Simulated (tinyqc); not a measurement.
Trap density from two Hall measurements.

Inverse problem. p-type body, charge-sheet picture, full ionisation (an idealisation for deep acceptors), Boltzmann statistics for free electrons. e = Ec - EF at the surface. psi = Eg - Vt ln(Nv/Na) - e; N_dep = sqrt(2 eps0 eps_r Na (psi - Vt)/q); n_f = sqrt(N_dep^2 + 2 eps0 eps_r Vt Nc exp(-e/Vt)/q) - N_dep; Vg = Vfb + psi + q (N_dep + n_t + n_f)/Cox, Cox = eps0 eox/tox. Find e and n_t at both points and the mean trap density between them.

Parameters, values chosen for the exercise; band and dielectric values close to those of 4H silicon carbide: temperature T = 400 K; band gap Eg = 3.3 eV; relative permittivity eps_r = 9.89; conduction-band density of states at T Nc = 2.57e19 cm^-3; valence-band density of states at T Nv = 3.79e19 cm^-3; relative permittivity of the insulator eox = 3.9; insulator thickness tox = 28 nm; acceptor density Na = 4.8e15 cm^-3; flat-band voltage without trapped charge Vfb = -2.67 V.

Constants: q = 1.602176634e-19 C, kB = 1.380649e-23 J/K, Vt = kB T/q, eps0 = 8.8541878128e-14 F/cm where lengths are in cm. Results are converted to the units shown.

Vg (V): [0.95475215, 1.5818420]
free sheet density from the Hall effect (cm^-2): [1.9875045e10, 1.6802583e11]

Solution. Each n_f fixes e; what the gate voltage holds beyond psi, N_dep and n_f is trapped; the difference quotient is the density, smeared over a few Vt.

e (eV): [0.2220, 0.1420]
n_t (cm^-2): [2.603e11, 5.278e11]
mean trap density = 3.343e12 cm^-2 eV^-1

Numbers from tinyqc (`OMP_NUM_THREADS=1 python tinyqc.py 2222234 2222235 out.jsonl`; about 0.02 s on one thread of a shared Intel Xeon 2.30GHz).
